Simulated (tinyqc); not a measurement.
# Model parameters from four stresses

Problem. The threshold shift of a transistor under bias-temperature stress follows dV = A (V/V0)^g exp[-(Ea q/kB)(1/T - 1/T0)] (t/1 s)^n. Find n, A, g and Ea.

Values chosen for this exercise: reference stress voltage V0 = 1.6 V; reference temperature T0 = 373 K.

Constants: q = 1.602176634e-19 C, kB = 1.380649e-23 J/K. Results are converted to the units shown.

dV at (V0, T0, 10 s), (V0, T0, 1000 s), (1.3 V, T0, 1000 s) and (V0, 398 K, 1000 s) (mV): [15.848932, 39.810717, 10.324093, 49.358067]

Solution. Each pair differs in one condition, and the logarithm of its ratio gives one exponent.

n = 0.200
A = 10.0 mV
g = 6.50
Ea = 0.110 eV

Program tinyqc, `OMP_NUM_THREADS=1 python tinyqc.py 2070161 2070162 out.jsonl`; Intel Xeon 2.30GHz, shared host, one thread, about 0.01 s.
